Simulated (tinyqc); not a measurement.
Long-channel MOSFET, surface-potential model: one step of the calculation.

n-channel transistor on a uniformly doped p-type body, gradual-channel approximation, constant mobility, Boltzmann statistics, full ionisation. Potentials are counted from the neutral body; V is the electron quasi-Fermi potential, Vsb at the source and Vsb + Vds at the drain. Charges are magnitudes per area.

Problem. Pao-Sah current by Simpson's rule. I = mu (W/L) integral of Qi dV; Simpson's rule on the 11 points, step Vds/10, weights 1, 4, 2, ..., 4, 1 times step/3.

Parameters, values chosen for the exercise; material values close to those of gallium nitride:
```
symbol,value,unit,meaning
mu,580,cm^2/(V s),channel mobility
W,5,um,gate width
L,0.5,um,gate length
Vds,1.2,V,drain-source voltage
```

Qi, Pao-Sah, point 0 to 10 (nC/cm^2): 1485.5779  1289.4124  1095.1774  903.47082  715.21428  531.93127  356.40458  194.55925  62.633088  4.3259759  0.089148933

Wanted: Pao-Sah current.

Solution.

Pao-Sah current = 4092 uA

Gauss-Legendre quadrature on many points gives 4092 uA, so this value is within 0.01 % of it; the charge-sheet current, 3913 uA, is 4.4 % below it.

Computed by the program tinyqc: `OMP_NUM_THREADS=1 python tinyqc.py 2360105 2360106 out.jsonl`, one thread of a shared Intel Xeon 2.30GHz, about 0.06 s for the whole run.
